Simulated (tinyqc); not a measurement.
## Planar ballistic transistor, top-of-the-barrier model: effect of the band edge at the barrier top above the source Fermi level at zero bias

At the top of the source barrier, states moving towards the drain are filled by the source (Fermi level 0) and states moving back by the drain (Fermi level -q Vd); nothing scatters. U is the shift of the band edge there, set by the capacitances CG, CD and CS (the total) and by the charge. Parabolic two-dimensional band; the source is grounded.

N0 = gv m kB T/(pi hbar^2), CG = eps0 eox/tox, vT = sqrt(2 kB T/(pi m)), CS = CG/aG, n0 = n at U = 0 and Vd = 0. eta1 = -(E0 + U)/Vt, eta2 = eta1 - Vd/Vt, n = (N0/2)[F_0(eta1) + F_0(eta2)], F_0(x) = ln(1 + exp x). U = UL + q (n - n0)/CS with UL = -(aG Vg + aD Vd), energies in eV. I = q (N0/2) vT [F_(1/2)(eta1) - F_(1/2)(eta2)] per width, F_(1/2)(x) = (2/sqrt(pi)) int_0^infinity u^(1/2)/(1 + exp(u - x)) du. CQ = (q/Vt) dn/d(eta1).

Values chosen for this exercise; mass and valleys close to those of gallium arsenide: temperature T = 150 K; effective mass m = 0.07 m0; valley degeneracy gv = 1; relative permittivity of the gate insulator eox = 9; insulator thickness tox = 3.5 nm; gate control CG/CS aG = 0.88; drain control CD/CS aD = 0.008; gate voltage Vg = 0.5 V; drain voltage Vd = 0.5 V.

Constants: q = 1.602176634e-19 C, kB = 1.380649e-23 J/K, hbar = 1.054571817e-34 J s, m0 = 9.1093837015e-31 kg, Vt = kB T/q, eps0 = 8.8541878128e-14 F/cm where lengths are in cm. Results are converted to the units shown.

Result of one run:
```
E0 (eV)   eta1  n (cm^-2)  I (uA/um)  mean velocity I/(q n) (cm/s)   CQ/CS
0.1      13.97   2.640e12       1721                       4.068e7  0.9054
```

What becomes of these results when the band edge at the barrier top above the source Fermi level at zero bias E0 is changed from 0.1 to 0.35 eV, all else the same?

Result of the changed run:
```
E0 (eV)   eta1  n (cm^-2)  I (uA/um)  mean velocity I/(q n) (cm/s)   CQ/CS
0.35     3.806   7.235e11      265.3                       2.289e7  0.8857
```

The whole series:
```
E0 (eV)     eta1  n (cm^-2)  I (uA/um)  mean velocity I/(q n) (cm/s)   CQ/CS
0.1        13.97   2.640e12       1721                       4.068e7  0.9054
0.15       11.94   2.256e12       1363                       3.770e7  0.9054
0.2        9.907   1.872e12       1034                       3.448e7  0.9053
0.25       7.877   1.489e12      738.7                       3.097e7  0.9050
0.3        5.845   1.105e12      480.1                       2.711e7  0.9028
0.35       3.806   7.235e11      265.3                       2.289e7  0.8857
0.4        1.707   3.542e11      105.1                       1.852e7  0.7664
0.45     -0.8001   7.012e10      17.04                       1.517e7  0.2807
```

As E0 goes from 0.1 to 0.45 eV, n falls from 2.64e12 to 7.01e10 cm^-2, the mean velocity falls from 4.07e7 to 1.52e7 cm/s and the current falls from 1720 to 17.0 uA/um. CQ/CS goes from 0.91 to 0.28.

Computed by the program tinyqc: `OMP_NUM_THREADS=1 python tinyqc.py 2400041 2400042 out.jsonl`, one thread of a shared Intel Xeon 2.30GHz, about 0.01 s for the whole run.
